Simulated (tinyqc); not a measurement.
Floating body of a partially depleted SOI transistor: body voltage and kink: one step of the calculation.

Source at 0 V. Channel current Ic = 2 nf K Vt^2 [F(0) - F(Vd)](1 + la Vd), F(V) = ln^2(1 + exp((Vg - VT - nf V)/(2 nf Vt))), VT = VT0 - gb Vb. Saturation voltage Vs = 2 Vt sqrt(F(0)) + 3 Vt, excess Ve = (Vd - Vs + sqrt((Vd - Vs)^2 + 0.0004 V^2))/2, multiplication M1 = Ai Ve exp(-Bl/Ve). Each junction passes D(v) = J1 (exp(v/Vt) - 1) + J2 (exp(v/(2 Vt)) - 1). Bipolar current Ib = bb J1 (exp(Vb/Vt) - 1). The body settles where M1 (Ic + Ib) = D(Vb) + D(Vb - Vd) + Vb/Rb; drain current Id = (1 + M1)(Ic + Ib) - D(Vb - Vd).

Task. New Vb. Current into the body I_in = M1 (Ic + Ib) - D(Vb - Vd), current out I_out = D(Vb) + Vb/Rb; f = ln(I_in/I_out), s = df/dVb by central differences over 1e-5 V, Vb(new) = Vb - f/s.

Inputs (values chosen for the exercise); values of the order met in partially depleted silicon-on-insulator transistors:
- T = 300 K (temperature)
- VT0 = 0.32 V (threshold at zero body voltage)
- gb = 0.18 (fall of the threshold per volt of body voltage)
- nf = 1.32 (slope factor)
- K = 450 uA/(V^2 um) (gain factor per width)
- la = 0.04 1/V (channel-length modulation factor)
- Ai = 1.03 1/V (impact-ionisation prefactor)
- Bl = 8.9 V (impact-ionisation voltage)
- J1 = 2.1e-13 uA/um (diffusion saturation current of each junction)
- J2 = 5.2e-8 uA/um (recombination saturation current of each junction)
- bb = 0.5 (gain of the lateral bipolar transistor on the diffusion current)
- Rb = 1e9 kohm um (resistance of a weak body tie to the source (1e9 stands for no tie, and the term is then dropped))
- Vg = 0.56 V (gate voltage)
- Vd = 2.5 V (drain voltage)

Constants: q = 1.602176634e-19 C, kB = 1.380649e-23 J/K, Vt = kB T/q. Results are converted to the units shown.

Vb after iteration 1 = 0.75636288 V

Wanted: Ic; Ve; M1; I_in; I_out; f; s; Vb after iteration 2.

Result.

Ic = 26.57 uA/um
Ve = 2.137 V
M1 = 0.03422
I_in = 0.9274 uA/um
I_out = 1.185 uA/um
f = -0.2453
s = -35.40 1/V
Vb after iteration 2 = 0.7494 V

Range of the model: The multiplication law is an empirical form chosen for the exercise; self-heating and capacitive coupling to the body are left out, and the linear laws are rough once Vb passes about 0.7 V or M1 about 0.1.

Program tinyqc, `OMP_NUM_THREADS=1 python tinyqc.py 2182070 2182071 out.jsonl`; Intel Xeon 2.30GHz, shared host, one thread, about 0.2 s.
